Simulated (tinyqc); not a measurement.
Worked calculation: empirical pseudopotential in a few plane waves. One step of it, computed by the program tinyqc.

Question. Bloch Hamiltonian at G. Basis: the 15 shortest G (labels in 2 pi/a), the same at every k. H(G,G') = c |k + G|^2 delta + VS(|G-G'|^2) cos((G-G').tau) + i VA sin((G-G').tau), tau = a/8 (1,1,1); 1 Ry = 13.605693 eV.

Parameters chosen for this model: fcc lattice, atoms at +/- a/8 (1,1,1); form factors in rydberg at |G|^2 in units of (2 pi/a)^2:
```
parameter                 value      unit
a                      5.760000  angstrom
VS(3)                 -0.218000        Ry
VS(8)                  0.046000        Ry
VS(11)                 0.058000        Ry
VA(3)                         0        Ry
VA(4)                         0        Ry
VA(11)                        0        Ry
hbar^2/2m (2 pi/a)^2   4.533543        eV
```

k point G (2 pi / a): [0, 0, 0]

Give: H(k) at G.

Answer.

H(k) at G (eV):
```
         +0+0+0   -1-1-1   -1-1+1   -1+1-1   -1+1+1   +1-1-1   +1-1+1   +1+1-1
+0+0+0   0.0000   2.0973  -2.0973  -2.0973  -2.0973  -2.0973  -2.0973  -2.0973
-1-1-1   2.0973  13.6006   0.0000   0.0000  -0.6259   0.0000  -0.6259  -0.6259
-1-1+1  -2.0973   0.0000  13.6006   0.6259   0.0000   0.6259   0.0000   0.0000
-1+1-1  -2.0973   0.0000   0.6259  13.6006   0.0000   0.6259   0.0000   0.0000
-1+1+1  -2.0973  -0.6259   0.0000   0.0000  13.6006   0.0000   0.6259   0.6259
+1-1-1  -2.0973   0.0000   0.6259   0.6259   0.0000  13.6006   0.0000   0.0000
+1-1+1  -2.0973  -0.6259   0.0000   0.0000   0.6259   0.0000  13.6006   0.6259
+1+1-1  -2.0973  -0.6259   0.0000   0.0000   0.6259   0.0000   0.6259  13.6006
+1+1+1   2.0973   0.0000  -0.6259  -0.6259   0.0000  -0.6259   0.0000   0.0000
-2+0+0   0.0000  -2.0973  -2.0973  -2.0973   2.0973   0.5580  -0.5580  -0.5580
+0-2+0   0.0000  -2.0973  -2.0973   0.5580  -0.5580  -2.0973   2.0973  -0.5580
+0+0-2   0.0000  -2.0973   0.5580  -2.0973  -0.5580  -2.0973  -0.5580   2.0973
+0+0+2   0.0000  -0.5580   2.0973  -0.5580  -2.0973  -0.5580  -2.0973   0.5580
+0+2+0   0.0000  -0.5580  -0.5580   2.0973  -2.0973  -0.5580   0.5580  -2.0973
+2+0+0   0.0000  -0.5580  -0.5580  -0.5580   0.5580   2.0973  -2.0973  -2.0973

         +1+1+1   -2+0+0   +0-2+0   +0+0-2   +0+0+2   +0+2+0   +2+0+0
+0+0+0   2.0973   0.0000   0.0000   0.0000   0.0000   0.0000   0.0000
-1-1-1   0.0000  -2.0973  -2.0973  -2.0973  -0.5580  -0.5580  -0.5580
-1-1+1  -0.6259  -2.0973  -2.0973   0.5580   2.0973  -0.5580  -0.5580
-1+1-1  -0.6259  -2.0973   0.5580  -2.0973  -0.5580   2.0973  -0.5580
-1+1+1   0.0000   2.0973  -0.5580  -0.5580  -2.0973  -2.0973   0.5580
+1-1-1  -0.6259   0.5580  -2.0973  -2.0973  -0.5580  -0.5580   2.0973
+1-1+1   0.0000  -0.5580   2.0973  -0.5580  -2.0973   0.5580  -2.0973
+1+1-1   0.0000  -0.5580  -0.5580   2.0973   0.5580  -2.0973  -2.0973
+1+1+1  13.6006  -0.5580  -0.5580  -0.5580  -2.0973  -2.0973  -2.0973
-2+0+0  -0.5580  18.1342   0.6259   0.6259  -0.6259  -0.6259   0.0000
+0-2+0  -0.5580   0.6259  18.1342   0.6259  -0.6259   0.0000  -0.6259
+0+0-2  -0.5580   0.6259   0.6259  18.1342   0.0000  -0.6259  -0.6259
+0+0+2  -2.0973  -0.6259  -0.6259   0.0000  18.1342   0.6259   0.6259
+0+2+0  -2.0973  -0.6259   0.0000  -0.6259   0.6259  18.1342   0.6259
+2+0+0  -2.0973   0.0000  -0.6259  -0.6259   0.6259   0.6259  18.1342
```
